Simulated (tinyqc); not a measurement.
Wider gaps screen less: band offset of a heterojunction with an interface dipole (two-band chains, self-consistent charge).

Sites alternate A, C. Left: A at -G1/2, C at +G1/2, hopping -t1; right: A at D - G2/2, C at D + G2/2, hopping -t2; the bonds across the two interfaces of a ring (C left to A right, C right to A left) have -sqrt(t1 t2). D is the offset of the mid-gaps, so Ev(right) - Ev(left) = D - (G2 - G1)/2 and Ec(right) - Ec(left) = D + (G2 - G1)/2. The closing bond has its sign reversed (antiperiodic ring). Half the levels are filled with two electrons each. The charge moved is q = (electrons on the left) less one a site; the mean over the two interfaces, q/2, is taken as the charge that crosses each, and its dipole opposes the offset: D = D0 - u q/2.

From here on the ring has 24 cells a side.

Parameters, chosen for this exercise (gaps near those of Si and HfO2; the chains and D0 are free models, so the offsets are not those of the real pair; the results hold for these values, not for the real material): G1 = 1.12 eV (gap on the left); t1 = 1.76 eV (hopping on the left); t2 = 2.21 eV (hopping on the right); u = 8 eV (potential step per electron moved across).

G2 is varied. chi = (q(+0.01) - q(-0.01))/0.02 at D = 0, S = 1/(1 + u chi/2).

Against G2:

| G2 (eV) | chi (1/eV) | S |
|---|---|---|
| 0.7 | 0.58889 | 0.2980 |
| 1.1 | 0.48206 | 0.3415 |
| 1.5 | 0.40907 | 0.3793 |
| 3.4 | 0.22956 | 0.5213 |
| 5.5 | 0.14007 | 0.6409 |
| 7.0 | 0.10233 | 0.7096 |
| 9.0 | 0.06963 | 0.7821 |

Give the missing row, G2 (eV) = 2.3.

Computed row:
```
G2 (eV)  chi (1/eV)       S
2.3         0.31210  0.4448
```

chi falls from 0.5889 to 0.0696 1/eV, a factor 8.5, and S rises from 0.298 to 0.782: charge crosses through the tails of states that tunnel into the other gap, and these shorten as the gap widens. u is kept fixed, though a wider gap also screens less and would raise it.

Program tinyqc; command `OMP_NUM_THREADS=1 python tinyqc.py 1450429 1450430 out.jsonl`; about 0.3 s on one thread of a shared Intel(R) Xeon(R) Processor @ 2.30GHz.
